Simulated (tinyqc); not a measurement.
Elastic trap-assisted tunnelling through a dielectric: current against voltage.

Emitter at x = 0 (Fermi level 0), collector at x = t (Fermi level -V), band edge U(x) = phi - F x, F = V/t. A trap at x has the energy E = U(x) - Et. With G(u) = (4/(3 F)) sqrt(mo/C) max(u, 0)^1.5, C = hbar^2/(2 m0): S1 = G(phi - E) - G(Et), S2 = G(Et) - G(phi - V - E), T1,2 = exp(-S1,2). The steady rate through one trap is nu T1 T2 (f1 - f2)/(T1 + T2), f1 = f(E), f2 = f(E + V), f(y) = 1/(1 + exp(y/Vt)); both contacts offer states at E.

J = q Nt times the integral of the rate over x. Direct S = (4/(3 F)) sqrt(mo/C) [phi^1.5 - max(phi - V, 0)^1.5].

Inputs (values chosen for the exercise); dielectric values close to those of silicon dioxide:

| symbol | value | unit | meaning |
|---|---|---|---|
| T | 300 | K | temperature |
| phi | 3.08 | eV | barrier above the emitter Fermi level |
| mo | 0.49 | m0 | tunnelling mass |
| t | 3.9 | nm | thickness |
| Et | 2.71 | eV | trap depth below the band edge of the dielectric |
| Nt | 1.6e18 | cm^-3 | trap density |
| nu | 1e14 | 1/s | attempt frequency |

Constants: q = 1.602176634e-19 C, kB = 1.380649e-23 J/K, hbar = 1.054571817e-34 J s, m0 = 9.1093837015e-31 kg, Vt = kB T/q, hbar^2/(2 m0) = 0.0380998212 eV nm^2. Results are converted to the units shown.

Current against voltage:
```
V (V)	J (A/cm^2)	x of the peak over t	larger S there	direct S
0.3	6.84e-9	0.498	23.2	47.9
0.74	1.40e-5	0.489	23.3	46.0
1.19	4.23e-5	0.470	22.9	44.0
1.63	5.20e-5	0.458	22.8	41.9
2.07	6.88e-5	0.446	22.6	39.6
2.52	1.01e-4	0.432	22.3	36.9
2.96	1.68e-4	0.417	21.9	33.8
3.4	3.58e-4	0.400	21.5	29.6
3.85	0.00156	0.376	20.8	26.2
4.29	0.0108	0.162	19.4	23.5
```

What does the table show?

J rises from 6.84e-9 to 0.0108 A/cm^2, by 7.52 decades a volt between the first two rows and 1.91 between the last two. The position of the peak falls from 0.498 to 0.162 of t; only traps beyond x/t = (phi - Et)/V lie below the emitter Fermi level, with phi - Et = 0.370 eV. It jumps from 0.376 to 0.162 between V = 3.85 and 4.29 V. For V = 4.29 the field exceeds 10 MV/cm.

Range of the model: Phonon-assisted (inelastic) capture, chains of traps and a spread of trap depths are left out.

Computed by the program tinyqc: `OMP_NUM_THREADS=1 python tinyqc.py 2370076 2370077 out.jsonl`, one thread of a shared Intel Xeon 2.30GHz, about 0.04 s for the whole run.
